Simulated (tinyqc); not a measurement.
Sublattice potential against complex hopping: Haldane model. Computed by the program tinyqc. H_AA = delta - 2 t2 sum cos(k.b + phi), H_BB = -delta - 2 t2 sum cos(k.b - phi), H_AB = -t1 (1 + exp(-i k.a1) + exp(-i k.a2)), b = a1, a2 - a1, -a2, m = 3 sqrt3 t2 sin(phi); the sign of the Chern number follows the orientation k1 then k2.

Honeycomb lattice:
```
parameter      value
t1 (eV)     1.840000
t2 (eV)     0.130000
phi (rad)  -1.690000
```

Gaps at the two valleys (eV) and Chern number of the lower band (12 x 12 mesh):
```
delta   gap 2|delta - m|  gap 2|delta + m|  Chern number
-1.207             1.073             3.755             0
-0.872             0.403             3.085             0
-0.402             0.537             2.145             1
0.000              1.341             1.341             1
0.268              1.877             0.805             1
0.503              2.347             0.335             1
0.838              3.017             0.335             0
1.341              4.023             1.341             0
```

What does the comparison show, and why?

Here |m| = 0.6707 eV. For |delta| < |m| the two valleys have masses of opposite sign and the Chern number is +/-1; one gap closes at |delta| = |m|, and beyond it the band is trivial.
